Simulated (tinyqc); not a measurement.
Strain, valley repopulation and piezoresistance in a many-valley conduction band: one step, computed by the program tinyqc.

Valleys are ellipsoids with mass m_l along the axis a and m_t across it, parabolic, with one constant relaxation time; strain shifts the valleys and leaves the masses alone. Currents are taken along [111], along the load, and along [1-10], across the load.

Question. Linear piezoresistance coefficients. Each of the 4 valleys holds n_v = N_v (2/sqrt(pi)) F_1/2((E_F - dE_v)/(k_B T)), N_v = 2 (m_d k_B T/(2 pi hbar^2))^(3/2), m_d = (m_l m_t^2)^(1/3); E_F solves sum n_v = n and is counted from the unstrained edge. F_j(eta) = int_0^infinity x^j/(1 + exp(x - eta)) dx, without a gamma-function factor. It is evaluated after integrating by parts. Integrals over x = E/(k_B T) use 160 Gauss-Legendre points in u = sqrt(x) from 0 to sqrt(max(eta, 0) + 32). With eta_0 the reduced Fermi level without strain, r = F_-1/2(eta_0)/(2 F_1/2(eta_0)) (1 for a classical gas) and c = r (Xi_u/k_B T) (m_l - m_t)/(2 m_l + m_t): pi44 = -c S44/3, pi11 = pi12 = 0.

Inputs (values chosen for the exercise, modelled on germanium): longitudinal mass m_l = 1.58 m_0; transverse mass m_t = 0.0838 m_0; shear deformation potential Xi_u = 16.5 eV; C11 = 129 GPa; C12 = 48.2 GPa; C44 = 67.5 GPa; electron density n = 7.1e+17 1/cm^3; temperature T = 300 K.

Valley axes: <111> (4 valleys). Load: uniaxial [111].

Constants: k_B = 8.617333262e-05 eV/K; m_0 = 9.1093837015e-31 kg; k_B = 1.380649e-23 J/K; hbar = 1.054571817e-34 J s.

Give: eta_0; degeneracy factor r; pi11; pi12; pi44.

Answer.

eta_0 = -2.677

degeneracy factor r = 0.9769

pi11 = 0 1e-11/Pa

pi12 = 0 1e-11/Pa

pi44 = -142.0 1e-11/Pa

The gas is classical, so the coefficients follow 1/T.
